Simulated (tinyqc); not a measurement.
Inside a calculation. Model: resistance of a tapered via with liner, size effect and interface.

tinyqc, about 0.01 s, one thread, Intel Xeon 2.30GHz (shared host): `OMP_NUM_THREADS=1 python tinyqc.py 2750009 2750010 out.jsonl` Printed values are rounded.

A round via whose diameter grows from db at the bottom as D(z) = db + 2 z/tan(ang). The fill, of diameter D - 2 tl, starts above the bottom liner (thickness fb tl) and has rho = rho0 (1 + ks lam/(D - 2 tl)); the sidewall liner conducts in parallel with it. The bottom liner and the interface are crossed over the full area pi db^2/4. Spreading in the lines above and below is left out.

Values chosen for this exercise; fill metal close to tungsten:
```
symbol    value      unit                                               meaning
db           48        nm                                diameter at the bottom
hv          140        nm                                                height
ang          89   degrees                                        sidewall angle
rho0       5.31   uohm cm                          bulk resistivity of the fill
lam        15.8        nm                            mean free path of the fill
ks          1.2                                              size-effect factor
tl          2.4        nm                                 liner on the sidewall
fb            1                   liner at the bottom over that on the sidewall
rl          270   uohm cm                              resistivity of the liner
ri      5.8e-13  ohm cm^2                   interface resistivity at the bottom
Sb       9.1e14     S/m^2  ballistic conductance per area, about 3/(4 rho0 lam)
```

## Slices of the via

Slices between z0 = fb tl and hv, evaluated at their midpoints: conductance per length pi/4 [(D - 2 tl)^2/rho + (D^2 - (D - 2 tl)^2)/rl], slice resistance = slice height over that. 8 slices.

```
slice	z (nm)	D (nm)	rho (uohm cm)	slice resistance (ohm)
0	11	48.38401	7.619966	0.8727667
1	28.2	48.98447	7.588575	0.8458092
2	45.4	49.58492	7.558025	0.8200612
3	62.6	50.18537	7.528283	0.7954524
4	79.8	50.78583	7.499318	0.7719172
5	97	51.38628	7.471100	0.7493950
6	114.2	51.98674	7.443600	0.7278291
7	131.4	52.58719	7.416790	0.7071668
```

## Total resistance

R_fill = sum of the slices; R_bottom = rl fb tl/(pi db^2/4); R_interface = ri/(pi db^2/4); ballistic (Sharvin) limit 1/(Sb pi (db - 2 tl)^2/4); ideal cylinder rho0 hv/(pi db^2/4).

parts (ohm): fill 6.290398, bottom liner 3.580986, interface 0.03205204
R = 9.903436 ohm
shares (%): fill 63.51733, bottom liner 36.15903, interface 0.32365
ballistic limit = 0.7497237 ohm
ideal cylinder = 4.108187 ohm

The fill is the largest part, and R is 2.41 times the ideal cylinder. With 2000 slices R = 9.9038 ohm.
